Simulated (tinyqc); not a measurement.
Inside a calculation. Method: sp3 tight binding, zinc-blende lattice. One step of it, computed by the program tinyqc.

Problem. Bloch Hamiltonian at k. Slater-Koster rules over the four bonds with direction cosines (l, m, n): ss V_ss; s-px l V_sp; px-s -l V_sp; px-px l^2 V_pps + (1 - l^2) V_ppp; px-py l m (V_pps - V_ppp); each times exp(i k.d).

Parameters chosen for this model: zinc-blende lattice, anion at 0, cation at a/4 (1,1,1); V = eta hbar^2 / (m d^2), hbar^2/m = 7.619964 eV angstrom^2:
```
parameter          value      unit
a               6.010000  angstrom
d               2.602406  angstrom
Es anion      -12.450000        eV
Ep anion       -7.030000        eV
Es cation     -12.450000        eV
Ep cation      -7.030000        eV
eta ss         -1.400000
eta sp          1.840000
eta pp sigma    3.240000
eta pp pi      -0.810000
V ss           -1.575182        eV
V sp            2.070239        eV
V pp sigma      3.645421        eV
V pp pi        -0.911355        eV
```

k point k (2 pi / a): -0.200000  0.750000  -0.050000

Give: H(k) at k.

Solution.

H(k) at k (eV), lower triangle (Hermitian):
```
                  a s             a px            a py             a pz
a s          -12.4500
a px           0.0000          -7.0300
a py           0.0000           0.0000         -7.0300
a pz           0.0000           0.0000          0.0000          -7.0300
c s   -2.2861-0.1411i  -0.3296-0.5636i  0.0444+4.1879i  -1.3607-0.1365i
c px   0.3296+0.5636i   0.8818+0.0544i  1.7292+0.1735i  -0.0564-5.3220i
c py  -0.0444-4.1879i   1.7292+0.1735i  0.8818+0.0544i   0.4189+0.7163i
c pz   1.3607+0.1365i  -0.0564-5.3220i  0.4189+0.7163i   0.8818+0.0544i

           c s     c px     c py     c pz
c s   -12.4500
c px    0.0000  -7.0300
c py    0.0000   0.0000  -7.0300
c pz    0.0000   0.0000   0.0000  -7.0300
```
